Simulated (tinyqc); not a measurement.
A double barrier with mass mismatch, transfer matrices: two steps of the calculation.

One electron of energy E comes from the left lead (band edge 0); no transverse momentum. Parabolic bands, masses in units of m0, C = hbar^2/(2 m0); psi and psi'/m are continuous at every interface. Barrier d1, well Lw, barrier d2; the right lead equals the left one.

Task 1. Product of the matrices. The matrix of the later layer stands to the left: M = M_n ... M_2 M_1; det M = 1.

M of layer 1:
```
            1           2
1  0.69355473  0.13165267
2  -3.9420532  0.69355473
```

M of layer 2:
```
            1             2
1  0.95914669  -0.014720211
2   5.4372607    0.95914669
```

M of layer 3:
```
            1           2
1  0.47791852  0.16052696
2  -4.8066310  0.47791852
```

Wanted: M.

Result 1.

M:
```
         1        2
1  0.34405  0.27717
2  -3.4812  0.10215
```

Task 2. Transmission and reflection. The matrix M carries (psi, psi'/m) across the stack, and v = k/m in each lead. psi = 1 + r at the left edge (incident amplitude 1) and t at the right edge. With det M = 1, a = i vR M11 - M21 and b = -vL vR M12 - i vL M22: t = 2 i vL/(a - b), r = -(a + b)/(a - b), T(E) = (vR/vL) |t|^2, R(E) = |r|^2.

M:
```
            1           2
1  0.34405353  0.27716546
2  -3.4811536  0.10214826
```

vL = 19.219101 1/nm
vR = 19.219101 1/nm

Give: t; r; T(E); R(E).

Result 2.

t = 0.0292+0.3607i
r = 0.9246-0.1188i
T(E) = 0.1310
R(E) = 0.8690

T(E) + R(E) = 1: the current is conserved.

Range of the model: Masses are held fixed, although real bands cease to be parabolic a few tenths of an eV from their edges (inside a barrier too).

Program tinyqc, `OMP_NUM_THREADS=1 python tinyqc.py 2560030 2560031 out.jsonl`; Intel Xeon 2.30GHz, shared host, one thread, about 0.04 s.
